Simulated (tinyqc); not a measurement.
Changing the share x of the charge in a wide tail: correction of a charged-defect supercell by a model charge and potential alignment (plane-averaged potentials). Computed by tinyqc, a small Python program. Command: `OMP_NUM_THREADS=1 python tinyqc.py 3114311 3114312 out.jsonl align sweep`. One thread of a shared host (Intel(R) Xeon(R) Processor @ 2.30GHz), about 0.02 s of CPU time with the checks.

The "true" defect charge is (1 - x) q in a Gaussian of width sigma plus x q in one of width sigma_t, so the exact answer is known; the correction sees only a single model Gaussian of width sigma_m. A Gaussian of width s has the transform rho(G) = exp(-G^2 s^2/2), normalised to 1. A uniform background cancels q, so G = 0 is left out. Potentials are those felt by a unit positive charge. E_0 is the formation energy of the isolated defect, E_cell its value in the supercell, E_lat = E_iso - E_per of the model charge, C the true less the model potential far from the defect; the exact correction is E_0 - E_cell, and the error of a scheme is E_cell plus its correction less E_0.

Inputs (values chosen for the exercise, with screening close to that of silicon):
```
quantity                                     value      unit
defect charge q                                  2         e
dielectric constant eps                       11.3         -
edge of the cubic cell L                      18.6  angstrom
width sigma of the true defect charge          1.4  angstrom
width sigma_m of the model charge              1.1  angstrom
width sigma_t of the tail                      2.1  angstrom
formation energy of the isolated defect E_0   5.12        eV
```

Constants: e^2/(4 pi eps_0) = 14.39964548 eV angstrom.

Method:
- Periodic energy E_per = (2 pi q^2/(eps L^3)) (e^2/(4 pi eps_0)) sum_(G != 0) rho(G)^2/G^2, G = (2 pi/L)(n1, n2, n3), |n_i| <= 16. Isolated energy: two Gaussians of charges q_a, q_b and widths a, b interact by q_a q_b (e^2/(4 pi eps_0 eps)) sqrt(2/pi)/sqrt(a^2 + b^2), and the self-energy is half the sum over pairs.
- Supercell value E_cell = E_0 + E_per - E_iso for the true charge.
- E_lat = E_iso - E_per for the model charge; point-charge value alpha q^2 e^2/(4 pi eps_0 eps 2 L) with alpha = 2.837297.
- Plane-averaged potential at distance z from the defect: V(z) = (4 pi q/(eps L^3)) (e^2/(4 pi eps_0 e)) sum_(m != 0) rho(G_m) cos(G_m z)/G_m^2, G_m = 2 pi m/L, |m| <= 40.
- C = difference at z = L/2; E_corr = E_cell + E_lat - q C. For charges that have died out at L/2, C = (2 pi q/(eps L^3)) (e^2/(4 pi eps_0 e)) (<s^2> - sigma_m^2), <s^2> = (1 - x) sigma^2 + x sigma_t^2.

One run for each value; columns: (1) share x of the charge in a wide tail; (2) alignment C (V); (3) error without alignment (meV); (4) error with alignment (rounded to 1e-4 meV) (meV); (5) exact correction (eV):
```
(1)         (2)    (3)       (4)     (5)
0.000  0.001866  3.733         0  0.3790
0.071  0.002299  4.599  1.00e-04  0.3782
0.140  0.002720  5.440  1.00e-04  0.3773
0.210  0.003147  6.294  2.00e-04  0.3765
0.290  0.003634  7.269  2.00e-04  0.3755
0.360  0.004061  8.123  3.00e-04  0.3746
0.430  0.004488  8.976  3.00e-04  0.3738
0.500  0.004915  9.830  4.00e-04  0.3729
```

Over the rows, alignment C (V) rises from 0.00187 to 0.00491; error without alignment (meV) rises from 3.73 to 9.83; error with alignment (rounded to 1e-4 meV) (meV) rises from 0 to 4.00e-4, flat over part of the range.
